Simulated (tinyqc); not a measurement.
## Screening length from the swing

Question. In a simple model of a Schottky-barrier transistor a barrier thinner than d = 2.6 nm is transparent, so the effective barrier is pn - psi (1 - exp(-d/lam)) and the swing beyond flat band is Vt ln 10/(1 - exp(-d/lam)). Find the thermionic swing, lam, and the effective barrier at psi = 0.2 V.

Parameters, values chosen for the exercise:
```
symbol  value  unit                                 meaning
T         250     K                             temperature
pn       0.34    eV  barrier for electrons at both contacts
```

Constants: q = 1.602176634e-19 C, kB = 1.380649e-23 J/K, Vt = kB T/q. Results are converted to the units shown.

swing in the tunnelling range = 85.578178 mV/decade

Answer. The ratio of the two swings is 1 - exp(-d/lam).

Vt ln 10 = 49.6 mV/decade
lam = 3.00 nm
effective barrier = 0.224 eV

Numbers from tinyqc (`OMP_NUM_THREADS=1 python tinyqc.py 2390067 2390068 out.jsonl`; about 0.03 s on one thread of a shared Intel Xeon 2.30GHz).
